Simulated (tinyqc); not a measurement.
Inside a calculation. Model: X-ray photoelectron analysis of a thin oxide on a semiconductor: attenuation lengths, thickness, angle series and band offsets. Computed by tinyqc, a small Python program that keeps every step. Command: `OMP_NUM_THREADS=1 python tinyqc.py 3112865 3112866 out.jsonl xps walk`. One thread of a shared host (Intel(R) Xeon(R) Processor @ 2.30GHz), about 0.01 s of CPU time with the checks. Intermediate numbers are printed to about 7 digits and carried at full precision; extremes and crossings named in words are read from the listed rows.

The same element is seen in the oxide and in the substrate, at nearly the same kinetic energy; films are flat and uniform, and the work function is ignored.

Inputs (values chosen for the exercise, modelled on SiO2 on silicon):

| quantity | value | unit |
|---|---|---|
| photon energy | 1253.6 | eV |
| binding energy of the core level | 99.4 | eV |
| oxide density | 2.16 | g/cm^3 |
| oxide formula mass | 60.08 | g/mol |
| valence electrons per oxide formula | 16 | - |
| oxide gap | 8.72 | eV |
| substrate density | 2.33 | g/cm^3 |
| substrate formula mass | 28.09 | g/mol |
| valence electrons per substrate formula | 4 | - |
| substrate gap | 1.12 | eV |
| oxide thickness d | 1.2 | nm |
| emission angle from the normal | 55 | degrees |
| attenuation length over inelastic mean free path | 0.88 | - |
| carbon overlayer | 0.83 | nm |
| counts in the two peaks together | 800000 | - |
| valence band offset used to make the data | 4.41 | eV |
| core level less valence band top, substrate | 98.8 | eV |
| core level less valence band top, thick oxide | 98.25 | eV |
| field in the oxide | 0.73 | MV/cm |

## Inelastic mean free paths

TPP-2M: lambda = E/(E_p^2 [b ln(c E) - C/E + D/E^2]) in angstrom, E_p = 28.8 sqrt(N_v rho/M), b = -0.10 + 0.944/sqrt(E_p^2 + E_g^2) + 0.069 rho^0.1, c = 0.191/sqrt(rho), U = N_v rho/M, C = 1.97 - 0.91 U, D = 53.4 - 20.8 U, with E = photon energy less binding energy in eV. Attenuation length L = factor x lambda.

kinetic energy E = 1154.2 eV

Terms:

| layer | E_p (eV) | b | c | lambda (nm) |
|---|---|---|---|---|
| oxide | 21.84311 | 0.01466088 | 0.1299590 | 3.348779 |
| substrate | 16.58917 | 0.03186580 | 0.1251283 | 2.670504 |

L in the oxide = 2.946926 nm

L in the substrate = 2.350044 nm

## Peak ratio

R_0 = (rho_o/M_o) L_o/((rho_s/M_s) L_s); peak ratio R = I_ox/I_sub = R_0 [exp(d/(L_o cos theta)) - 1]; hence d = L_o cos theta ln(1 + R/R_0). A carbon layer weakens both peaks alike, by exp(-d_C/(L_o cos theta)) if its L is taken equal to L_o. This R_0 leaves out intrinsic losses from the substrate peak, so calibrated values can be larger.

R_0 = 0.5435167

d/(L_o cos theta) = 0.7099386

ratio R = 0.5619236

oxide share of the counts = 0.3597638

attenuation by carbon = 0.6119891

depth 3 L_o cos theta = 5.070861 nm

## Error budget of the thickness

With x = d/(L_o cos theta): d ln d/d ln R = (1 - exp(-x))/x = -d ln d/d ln R_0; counting error of R = 1/sqrt(N f (1 - f)), f the oxide share, which times the sensitivity gives that of d; an angle error adds tan(theta) d theta; d is proportional to L_o at fixed R_0. Assumed errors: 5 % in R_0, 1 degree, 5 % in L_o.

sensitivity to R = 0.7160135

counting error of d = 0.1668005 %

R_0 = 3.580067 %

angle = 2.492588 %

L_o = 5 %

The attenuation length is the largest of these terms.

## Angle series: uniform film or islands?

Islands: half of the surface carries 2 d and half none, R = R_0 (1/2)(1 - t)/(1/2 + t/2) with t = exp(-2 d/(L_o cos theta)); the apparent thickness is read with the uniform formula.

Against the angle:

| theta (degrees) | R, uniform | R, islands | apparent d, islands (nm) |
|---|---|---|---|
| 0 | 0.273177 | 0.2098497 | 0.9621453 |
| 20 | 0.294802 | 0.2218128 | 0.9477492 |
| 35 | 0.350000 | 0.2499290 | 0.9132682 |
| 45 | 0.423227 | 0.2824437 | 0.8720383 |
| 55 | 0.561924 | 0.3318921 | 0.8056425 |
| 65 | 0.880999 | 0.4053797 | 0.6939994 |
| 75 | 2.077653 | 0.4987046 | 0.4965685 |

A uniform film gives d = 1.2 nm at every angle. The island film of the same volume reads 0.962 nm at normal emission and 0.497 nm at 75 degrees; its ratio cannot pass R_0, since the bare half always shows the substrate.

## Band offsets by core levels

Valence band offset = (E_core - E_v)(substrate) - (E_core - E_v)(oxide) + (core level separation at the interface, oxide less substrate). The separation is made here from the given offset; a uniform field F that raises the binding energy towards the surface shifts the oxide peak by e F <z>, <z> = d/(1 - exp(-x)) - d/x, x = d/(L_o cos theta), being the mean distance from the interface. Conduction band offset = oxide gap - substrate gap - valence band offset.

separation without field = 3.86 eV

<z> = 0.6704046 nm

separation with field = 3.908940 eV

apparent valence band offset = 4.458940 eV

true conduction band offset = 3.19 eV

apparent conduction band offset = 3.141060 eV

The field biases both offsets by 0.049 eV, in opposite directions.

Checks made by the program: thickness recovered (relative difference below 1e-10).
